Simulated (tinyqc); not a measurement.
Sublattice potential against complex hopping: Haldane model. Computed by the program tinyqc. 

Honeycomb lattice:

| parameter | value |
|---|---|
| t1 (eV) | 2.320000 |
| t2 (eV) | 0.350000 |
| phi (rad) | -1.280000 |

H_AA = delta - 2 t2 sum cos(k.b + phi), H_BB = -delta - 2 t2 sum cos(k.b - phi), H_AB = -t1 (1 + exp(-i k.a1) + exp(-i k.a2)), b = a1, a2 - a1, -a2, m = 3 sqrt3 t2 sin(phi); the sign of the Chern number follows the orientation k1 then k2.

Gaps at the two valleys (eV) and Chern number of the lower band (12 x 12 mesh):

| delta | gap 2\|delta - m\| | gap 2\|delta + m\| | Chern number |
|---|---|---|---|
| -3.1360 | 2.7874 | 9.7566 | 0 |
| -2.2650 | 1.0454 | 8.0146 | 0 |
| -1.0450 | 1.3946 | 5.5746 | 1 |
| 0.0000 | 3.4846 | 3.4846 | 1 |
| 0.6970 | 4.8786 | 2.0906 | 1 |
| 1.3070 | 6.0986 | 0.8706 | 1 |
| 2.1780 | 7.8406 | 0.8714 | 0 |
| 3.4840 | 10.4526 | 3.4834 | 0 |

Here |m| = 1.7423 eV. For |delta| < |m| the two valleys have masses of opposite sign and the Chern number is +/-1; one gap closes at |delta| = |m|, and beyond it the band is trivial.
